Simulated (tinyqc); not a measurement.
G0W0 on RHF in the 3-21g basis, for H2, spin multiplicity 1, step by step. One step of it, computed by the program tinyqc.

Task: Iteration 8 (converged): orbitals. Diagonalise F' = X^T F X, C = X C', fill 1 alpha and 1 beta electrons from the bottom; D = 2 C_occ C_occ^T. Each column has its largest component positive (the first on a tie).

converged F (hartree):
```
           1H 1s      1H 2s      2H 1s      2H 2s
1H 1s   0.032695  -0.537086  -0.573405  -0.551214
1H 2s  -0.537086  -0.361271  -0.551214  -0.401303
2H 1s  -0.573405  -0.551214   0.032695  -0.537086
2H 2s  -0.551214  -0.401303  -0.537086  -0.361271
```

X:
```
               1          2          3         4
1H 1s  -0.710369   0.763490   0.893768  0.270921
1H 2s   2.227938  -0.645631   0.284974  0.320376
2H 1s   0.710369   0.763490  -0.893768  0.270921
2H 2s  -2.227938  -0.645631  -0.284974  0.320376
```

Give: F' = X^T F X; orbital energies; coefficients C; D after iteration 8.

Result:

F' = X^T F X (hartree):
```
        1       2       3       4
1   0.920   0.000  -0.668   0.000
2   0.000   0.880   0.000  -0.060
3  -0.668   0.000   0.989   0.000
4   0.000  -0.060   0.000  -0.614
```

orbital energies (hartree): MO1 -0.616, MO2 0.285, MO3 0.882, MO4 1.624

coefficients C:
```
         MO1     MO2     MO3     MO4
1H 1s  0.301   0.100   0.752  -1.137
1H 2s  0.294   1.812  -0.658   1.327
2H 1s  0.301  -0.100   0.752   1.137
2H 2s  0.294  -1.812  -0.658  -1.327
```

D after iteration 8:
```
       1H 1s  1H 2s  2H 1s  2H 2s
1H 1s  0.182  0.177  0.182  0.177
1H 2s  0.177  0.173  0.177  0.173
2H 1s  0.182  0.177  0.182  0.177
2H 2s  0.177  0.173  0.177  0.173
```
